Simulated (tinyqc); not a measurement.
Electromigration in a confined line: Blech product, Korhonen stress evolution and Black's law. From one set of inputs to another, one input at a time. Computed by tinyqc, a small Python program. Command: `OMP_NUM_THREADS=1 python tinyqc.py 3026461 3026462 out.jsonl emigr ladder`. One thread of a shared host (Intel(R) Xeon(R) Processor @ 2.30GHz), about 0.01 s of CPU time with the checks.

The electron wind pushes atoms from the cathode (x = 0) to the anode (x = L); blocking ends build a back stress (tension positive). The input rho is taken not to change with temperature. d sigma/dt = d/dx [kappa (d sigma/dx + G)], with zero flux at both ends and sigma = sigma_0 at t = 0.

The inputs printed are set A. Set A is close to those used for cobalt lines; the values taken over come from a set close to those used for copper lines. Inputs not listed in the table keep their values of set A, so the rows need not describe a real material.

Inputs (values chosen for the exercise, close to those used for cobalt lines): resistivity rho = 11.4 micro-ohm cm; atomic volume Omega = 11.1 angstrom^3; effective charge number Z* = 3.1; prefactor D0 = 9.1e-07 m^2/s; activation energy E = 1.25 eV; effective modulus B = 48 GPa; critical stress sigma_c = 310 MPa; initial stress sigma_0 = 190 MPa; current density j = 0.59 MA/cm^2; line length L = 110 um; test temperature T = 280 C; use temperature T_u = 125 C; use current density j_u = 1.2 MA/cm^2; current exponent n = 1.2.

Start: thermal stress.

Constants: e = 1.602176634e-19 C; k_B = 8.617333262e-05 eV/K; k_B = 1.380649e-23 J/K.

Method:
- G = Z* e rho j/Omega; D = D0 exp(-E/(k_B T)); kappa = D B Omega/(k_B T); drift velocity of an unconfined line v = D Z* e rho j/(k_B T). SI: 1 micro-ohm cm = 1e-8 ohm m, 1 MA/cm^2 = 1e10 A/m^2.
- Temperatures in kelvin are T(C) + 273.15.
- At steady state sigma(x) = sigma_0 + G (L/2 - x). A void forms only if the cathode stress reaches sigma_c, that is if j L exceeds (j L)_c = 2 Omega (sigma_c - sigma_0)/(Z* e rho). Time scale tau = L^2/kappa.
- Median life t50 = A j^(-n) exp(E/(k_B T)); acceleration factor = t50(use)/t50(test) = (j/j_u)^n exp[(E/k_B)(1/T_u - 1/T)].

Each row keeps all changes above it:
```
input moved                                                 from              to  tau (h)  drift velocity (nm/h)  acceleration factor
set A                                                          -               -    12960                   0.59                11579
effective charge number Z*                                   3.1               2    12960                   0.38                11579
effective modulus B (GPa)                                     48              33    18851                   0.38                11579
current density j (MA/cm^2)                                 0.59             1.1    18851                   0.70                24453
prefactor D0 (m^2/s) and activation energy E (eV)  9.1e-07, 1.25  6.2e-08, 0.895      161                  82.30                 1346
resistivity rho (micro-ohm cm)                              11.4            2.84      161                  20.50                 1346
critical stress sigma_c (MPa)                                310             160      161                  20.50                 1346
```

Where does the difference come from?

tau goes from 13000 to 161, a factor 0.0124 in all. The largest single move comes from prefactor D0 with activation energy E (a factor 0.00856). Drift velocity goes from 0.585 to 20.5, a factor 35.0 in all. The largest single move comes from prefactor D0 with activation energy E (a factor 117), and resistivity rho works against it (a factor 0.249). Acceleration factor goes from 11600 to 1350, a factor 0.116 in all. The largest single move comes from prefactor D0 with activation energy E (a factor 0.0551), and current density j works against it (a factor 2.11). The single moves hold for this order of the switches; the total does not depend on the order.

Extremes, crossings and ranges named in words are read from the listed rows.
